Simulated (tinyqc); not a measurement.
Strain, valley repopulation and piezoresistance in a many-valley conduction band: one step, computed by the program tinyqc.

Valleys are ellipsoids with mass m_l along the axis a and m_t across it, parabolic, with one constant relaxation time; strain shifts the valleys and leaves the masses alone. Currents are taken along [100], along the load, and along [010], across the load.

Problem. Populations. Each of the 6 valleys holds n_v = N_v (2/sqrt(pi)) F_1/2((E_F - dE_v)/(k_B T)), N_v = 2 (m_d k_B T/(2 pi hbar^2))^(3/2), m_d = (m_l m_t^2)^(1/3); E_F solves sum n_v = n and is counted from the unstrained edge. F_j(eta) = int_0^infinity x^j/(1 + exp(x - eta)) dx, without a gamma-function factor. It is evaluated after integrating by parts. Integrals over x = E/(k_B T) use 160 Gauss-Legendre points in u = sqrt(x) from 0 to sqrt(max(eta, 0) + 32).

Inputs (values chosen for the exercise, modelled on silicon):
```
quantity                 value    unit
longitudinal mass m_l    0.934     m_0
transverse mass m_t       0.19     m_0
electron density n     6.5e+15  1/cm^3
temperature T              250       K
```

Valley axes: <100> (6 valleys in 3 pairs). Load: uniaxial [100].

shifts dE (meV): x -10.26468, y 2.17373, z 2.17373

Constants: k_B = 8.617333262e-05 eV/K; m_0 = 9.1093837015e-31 kg; k_B = 1.380649e-23 J/K; hbar = 1.054571817e-34 J s.

Give: Fermi level E_F; share of the electrons (per pair).

Solution.

Fermi level E_F = -176.9 meV

share of the electrons (per pair): x 0.4711, y 0.2645, z 0.2645
